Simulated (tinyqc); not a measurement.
# Resistance of a source-drain extension with a graded tip: effect of the position under the gate where the fall begins

y runs along the channel, the gate covers y > 0. The doping is N0 for y < y0 and N0 10^(-(y - y0)/la) beyond, uniform over the depth xj. Sheet conductance s(y) = q mu(N) max(N - Nch, 0) xj + (for y > 0) ma Cox Vo, with mu(N) = u0 + (u1 - u0)/(1 + (N/Nr)^au) and Cox = eps0 eox/tox. Current is taken as one-dimensional; depletion of the tip, spreading and the contact are left out. The metallurgical junction lies at yj, where N = Nch.

R_spacer = integral of dy/s from -Ls to 0, R_ov from 0 to yj, R_channel = (Lg - 2 yj)/(ma Cox Vo), R_total = 2 R_spacer + 2 R_ov + R_channel. Electrical length L_eff = ma Cox dR_total/d(1/Vo); R_series = R_total - L_eff/(ma Cox Vo).

Inputs (values chosen for the exercise); mobility law close to that of electrons in silicon:

| symbol | value | unit | meaning |
|---|---|---|---|
| eox | 9.05 |  | relative permittivity of the gate insulator (close to aluminium oxide) |
| tox | 2.6 | nm | insulator thickness |
| N0 | 6.7e19 | cm^-3 | active doping of the extension far from the gate |
| la | 6.9 | nm/decade | lateral abruptness |
| xj | 13 | nm | depth of the extension |
| Nch | 2.2e18 | cm^-3 | channel doping |
| Ls | 21 | nm | spacer length |
| Vo | 0.41 | V | gate overdrive |
| ma | 250 | cm^2/(V s) | mobility of the gate-induced layer |
| u1 | 1414 | cm^2/(V s) | mobility at low doping |
| u0 | 68.5 | cm^2/(V s) | mobility at high doping |
| Nr | 9.2e16 | cm^-3 | reference doping |
| au | 0.711 |  | exponent |
| Lg | 90 | nm | gate length |

Constants: q = 1.602176634e-19 C, eps0 = 8.8541878128e-14 F/cm where lengths are in cm. Results are converted to the units shown.

Result of one run:
```
y0 (nm)  yj (nm)  R_spacer (ohm um)  R_ov (ohm um)  R_channel (ohm um)  R_total (ohm um)  L_eff (nm)  R_series (ohm um)
8          18.24              19.26          24.80               169.4             257.5       62.50              59.71
```

What becomes of these results when the position under the gate where the fall begins (gate edge at 0) y0 is changed from 8 to -2 nm, all else the same?

Result of the changed run:
```
y0 (nm)  yj (nm)  R_spacer (ohm um)  R_ov (ohm um)  R_channel (ohm um)  R_total (ohm um)  L_eff (nm)  R_series (ohm um)
-2         8.237              19.96          17.31               232.8             307.3       81.36              49.73
```

The whole series:
```
y0 (nm)  yj (nm)  R_spacer (ohm um)  R_ov (ohm um)  R_channel (ohm um)  R_total (ohm um)  L_eff (nm)  R_series (ohm um)
-6         4.237              29.65          11.01               258.1             339.4       87.32              62.98
-4         6.237              22.78          14.65               245.4             320.3       84.65              52.32
-2         8.237              19.96          17.31               232.8             307.3       81.36              49.73
0          10.24              19.26          19.11               220.1             296.8       77.69              50.89
2          12.24              19.26          20.53               207.4             287.0       73.89              53.09
4          14.24              19.26          21.95               194.8             277.2       70.09              55.30
6          16.24              19.26          23.37               182.1             267.4       66.30              57.50
8          18.24              19.26          24.80               169.4             257.5       62.50              59.71
```

As y0 goes from -6 to 8, R_total falls from 339 to 258 ohm um, L_eff falls from 87.3 to 62.5 nm and R_series goes from 63.0 through a minimum of 49.7 (at y0 = -2 among the rows listed) to 59.7 ohm um. More overlap also shortens the channel and adds capacitance, effects on threshold and speed that are left out.

tinyqc, about 0.03 s, one thread, Intel Xeon 2.30GHz (shared host): `OMP_NUM_THREADS=1 python tinyqc.py 2282156 2282157 out.jsonl`
